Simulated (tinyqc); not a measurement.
## Access strength from the read disturbance

Problem. Transistor (EKV form, voltages against the body): I = 2 n b Vt^2 [F(vp - Vs) - F(vp - Vd)] from drain to source, F(v) = ln^2(1 + exp(v/(2 Vt))), vp = (Vg - VT + sg |Vd - Vs|)/n. n-channel bodies are at 0; for the p-channel device all voltages are counted down from Vdd. b in uA/V^2 gives I in uA. In an SRAM read the low node Q obeys In(gate QB, drain Q) = Ip(gate QB, drain Q) + Ia, where the access transistor (threshold VTn) has its gate and drain at Vdd and its source at Q. Find Ia, ba and the cell ratio bn/ba.

Values chosen for this exercise: temperature T = 350 K; supply voltage Vdd = 0.9 V; slope factor n = 1.23; drain-induced barrier lowering sg = 0.033; n-channel threshold VTn = 0.27 V; p-channel threshold (magnitude) VTp = 0.29 V; gain factor of the pull-down transistor bn = 370 uA/V^2; gain factor of the pull-up transistor bp = 140 uA/V^2.

Constants: q = 1.602176634e-19 C, kB = 1.380649e-23 J/K, Vt = kB T/q. Results are converted to the units shown.

Q and QB in the read (V): [0.098903430, 0.89977737]

Answer. The node equation gives Ia, which is proportional to ba.

Ia = 20.9 uA
ba = 180 uA/V^2
cell ratio = 2.06

Numbers from tinyqc (`OMP_NUM_THREADS=1 python tinyqc.py 2340122 2340123 out.jsonl`; about 0.2 s on one thread of a shared Intel Xeon 2.30GHz).
